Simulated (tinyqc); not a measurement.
# Channel mobility from two channel lengths

Question. Two power MOSFETs differ only in channel length: R_on = R_rest + Lc (Wp + a)/(2 mch Cox Vov), Cox = 3.9 eps0/tox. Find mch and R_rest.

Parameters, values chosen for the exercise: gate oxide thickness (eps_r 3.9) tox = 69 nm; gate overdrive Vov = 7 V; width of the p body in one cell, channels included Wp = 5.2 um; gap between neighbouring p bodies a = 3.1 um.

Constants: eps0 = 8.8541878128e-14 F/cm where lengths are in cm. Results are converted to the units shown.

R_on at Lc = 0.62 and 1.9 um (mohm cm^2): [6.8975039, 14.118157]

Answer. R_on is a straight line in Lc; its slope gives mch and its intercept the rest.

mch = 21.0 cm^2/(V s)
R_rest = 3.40 mohm cm^2

tinyqc, about 0.01 s, one thread, Intel Xeon 2.30GHz (shared host): `OMP_NUM_THREADS=1 python tinyqc.py 2230068 2230069 out.jsonl`
